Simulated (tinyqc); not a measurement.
Lossy package transmission line with skin effect: two steps of the calculation.

A uniform line in a homogeneous dielectric: c = sqrt(er)/(c0 Z0), l = Z0 sqrt(er)/c0 (c0 = 299792458 m/s), g = w c td, w = 2 pi f. The resistance joins its limits as r = sqrt(r_dc^2 + r_hf^2), with r_dc = rho/(wd th), r_hf = kr rho/(2 delta (wd + th)), delta = sqrt(rho/(pi f mu0)), mu0 = 4 pi 1e-7 H/m; this is an interpolation, and internal inductance, up to 0.05 nH/mm at low frequency, is neglected.

Values chosen for this exercise: width of the strip wd = 63 um; thickness of the strip th = 11 um; resistivity rho = 2 uohm cm; relative permittivity er = 3.9; loss tangent td = 0.01; lossless impedance sqrt(l/c) Z0 = 75 ohm; factor for crowding and the return path kr = 2; length len = 2.6 mm; frequency f = 3.5 GHz.

Task 1. Line constants. delta, r_dc, r_hf, r, l, c and g as defined.

Wanted: delta; r_dc; r_hf; r; l; c; g.

Result 1.

delta = 1.2031 um
r_dc = 0.028860 ohm/mm
r_hf = 0.22465 ohm/mm
r = 0.22649 ohm/mm
l = 0.49405 nH/mm
c = 87.832 pF/m
g = 0.019315 S/m

r is 7.85 times r_dc; the skin depth is 0.109 of the thickness.

Task 2. Propagation constant and impedance. gamma = sqrt((r + i w l)(g + i w c)) = alpha + i beta, Zc = sqrt((r + i w l)/(g + i w c)), roots with positive real part; loss 8.685889638 alpha in dB; phase velocity w/beta.

r = 0.22649144 ohm/mm
l = 0.49405223 nH/mm
c = 87.831508 pF/m
g = 0.019315157 S/m

Wanted: gamma len; Zc; loss; phase velocity over c0; r/(w l).

Result 2.

gamma len = 0.00581+0.37665i
Zc = 75.005-0.407i ohm
loss = 0.019406 dB/mm
phase velocity over c0 = 0.50636
r/(w l) = 0.020846

Program tinyqc, `OMP_NUM_THREADS=1 python tinyqc.py 2810214 2810215 out.jsonl`; Intel Xeon 2.30GHz, shared host, one thread, about 0.01 s.
